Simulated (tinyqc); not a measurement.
# Free and trapped electrons in a MOS channel with a dense trap tail, step by step

Numbers from tinyqc (`OMP_NUM_THREADS=1 python tinyqc.py 2222006 2222007 out.jsonl`; about 0.02 s on one thread of a shared Intel Xeon 2.30GHz). Printed values are rounded.

p-type body, charge-sheet picture, full ionisation (an idealisation for deep acceptors), Boltzmann statistics for free electrons. e = Ec - EF at the surface. Acceptor-like traps of density D(E) = D0 + De exp(-E/Ew) at depth E below Ec, from 0 to Eu, hold n_t = integral of D(E)/(1 + exp((e - E)/Vt)). psi = Eg - Vt ln(Nv/Na) - e; N_dep = sqrt(2 eps0 eps_r Na (psi - Vt)/q); n_f = sqrt(N_dep^2 + 2 eps0 eps_r Vt Nc exp(-e/Vt)/q) - N_dep; Vg = Vfb + psi + q (N_dep + n_t + n_f)/Cox, Cox = eps0 eox/tox.

Inputs (values chosen for the exercise); band and dielectric values close to those of 4H silicon carbide:
```
symbol    value         unit                                             meaning
T           300            K                                         temperature
Eg         3.32           eV                                            band gap
eps_r       9.8                                            relative permittivity
Nc      1.71e19        cm^-3              conduction-band density of states at T
Nv      2.46e19        cm^-3                 valence-band density of states at T
eox         3.9                           relative permittivity of the insulator
tox          70           nm                                 insulator thickness
Na       4.4e15        cm^-3                                    acceptor density
Vfb       -2.26            V            flat-band voltage without trapped charge
D0       1.8e11  cm^-2 eV^-1  constant background density of acceptor-like traps
De         1e13  cm^-2 eV^-1          density of the tail at the conduction edge
Ew         0.14           eV                            decay energy of the tail
Eu         0.77           eV        depth below Ec down to which the traps reach
mf          170   cm^2/(V s)                          mobility of free electrons
e          0.14           eV                              Ec - EF at the surface
```

Constants: q = 1.602176634e-19 C, kB = 1.380649e-23 J/K, Vt = kB T/q, eps0 = 8.8541878128e-14 F/cm where lengths are in cm. Results are converted to the units shown.

## Trapped charge

Trapezoid rule on 13 equal steps from 0 to Eu, f = 1/(1 + exp((e - E)/Vt)).

E, point 0 to 13 (eV): [0, 0.0592308, 0.118462, 0.177692, 0.236923, 0.296154, 0.355385, 0.414615, 0.473846, 0.533077, 0.592308, 0.651538, 0.710769, 0.77]
D(E) f, point 0 to 13 (cm^-2 eV^-1): [4.50738e10, 2.83454e11, 1.35451e12, 2.42596e12, 1.97447e12, 1.38258e12, 9.69645e11, 6.97376e11, 5.18905e11, 4.01993e11, 3.25412e11, 2.75249e11, 2.42391e11, 2.20868e11]
n_t = 6.50645e11 cm^-2

With 1600 steps n_t = 6.513e11 cm^-2; the coarse value is 0.11 % below it.

## Charges and gate voltage

psi, N_dep, n_f and Vg as defined, with the n_t given; free share n_f/(n_f + n_t); apparent mobility mf n_f/(n_f + n_t); gate voltage spent on traps q n_t/Cox.

psi = 2.95693 V
N_dep = 3.73755e11 cm^-2
n_f = 2.74785e10 cm^-2
Vg = 4.11326 V
free share = 4.05214 %
apparent mobility = 6.88864 cm^2/(V s)
gate voltage spent on traps = 2.11319 V
